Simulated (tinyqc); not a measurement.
Slow cooling against a quench: self-consistent Fermi level with native defects, at growth and after a quench. Computed by tinyqc, a small Python program. Command: `OMP_NUM_THREADS=1 python tinyqc.py 3008789 3008790 out.jsonl scfermi walk`. One thread of a shared host (Intel(R) Xeon(R) Processor @ 2.30GHz), about 0.05 s of CPU time with the checks.

Energies are counted from the top of the valence band (VBM); when the gap shrinks with temperature the conduction band moves and the levels stay. D and A draw on one reservoir with opposite signs, as the two vacancies of a compound do.

Inputs (values chosen for the exercise, with bands modelled on GaP):
```
quantity,value,unit
gap E_g at 300 K,2.31,eV
slope -dE_g/dT above 300 K,0.00042,eV/K
electron mass m_e,0.482,m_0
valleys M_c,3,-
hole mass m_h,0.789,m_0
E_f of the neutral native donor D,1.046,eV
E_f of the neutral native acceptor A,2.291,eV
shift s of the chemical potential,0.09,eV
site density N_s,4.1e+22,cm^-3
growth temperature T_g,1260,K
temperature of use T,200,K
```

Added shallow dopant: none.

levels of D above the VBM, most positive state first (eV): [1.43, 1.92]

levels of A above the VBM, (0/-1) first (eV): [0.821, 1.37]

Constants: m_0 = 9.1093837015e-31 kg; k_B = 1.380649e-23 J/K; h = 6.62607015e-34 J s; k_B = 8.617333262e-05 eV/K.

Method:
- E_f(D, 0) = input + s and E_f(A, 0) = input - s; E_f(q, E_F = 0) follows from the levels, eps(q/q-1) = E_f(q - 1) - E_f(q) at E_F = 0.
- E_g(T) = E_g - slope x max(0, T - 300 K).
- N_c = 2 M_c (2 pi m_e k_B T/h^2)^(3/2) and N_v = 2 (2 pi m_h k_B T/h^2)^(3/2), masses in units of m_0.
- At growth T = T_g.
- n = N_c F_1/2((E_F - E_g)/k_B T), p = N_v F_1/2(-E_F/k_B T).
- F_1/2(eta) = (2/sqrt(pi)) int_0^infinity sqrt(x)/(1 + exp(x - eta)) dx, by the trapezoid rule in t = sqrt(x) with step 0.02 up to t = 12 (for eta < -12 by exp(eta) - exp(2 eta)/2^(3/2)).
- In equilibrium c_q = N_s exp(-(E_f(q, 0) + q E_F)/k_B T).
- Net charge = p - n + sum q c_q; the log ratio is ln(positive charge/negative charge).
- E_F is the root of the log ratio, by 50 bisections between -0.5 eV and E_g + 0.5 eV.
- After a quench the totals of D and A stay as grown, and each is shared among its charge states with weights exp(-(E_f(q, 0) + q E_F)/k_B T).
- Each E_F by bisection; full equilibrium lets the defects form and vanish at every T.

E_f(q, E_F = 0) (eV): D(+2) -2.214, D(+1) -0.784, D(0) 1.136, A(0) 2.201, A(-1) 3.022, A(-2) 4.392

total D = 1.93484e+19 cm^-3

total A = 1.51133e+18 cm^-3

Two histories (densities in cm^-3):
```
T (K),"E_F, equilibrium (eV)",n,p,all defects,"E_F, frozen (eV)","n, frozen","p, frozen"
1050,1.6421,3.3141e+18,1.5123e+12,3.7712e+18,1.7719,1.3613e+19,3.6013e+11
840,1.6462,2.8187e+17,1.0936e+10,3.0586e+17,1.8938,8.4102e+18,3.5772e+08
620,1.6484,3.8816e+15,2.0821e+06,3.9956e+15,1.9782,1.8456e+18,4.3411e+03
410,1.6463,1.0333e+12,1.6302e-01,1.0353e+12,1.9794,1.2852e+16,1.3106e-05
200,1.6160,4.4485e+01,1.8219e-22,4.4484e+01,1.9491,1.1016e+10,7.3569e-31
```

What follows from these numbers?

At 200 K equilibrium would leave 44.5 defects per cm^3 against 2.09e19 frozen in, and E_F differs by +0.333 eV. The majority density of the quenched sample is 2.5e8 times the equilibrium one. Real samples lie between, set by the temperature at which diffusion stops.
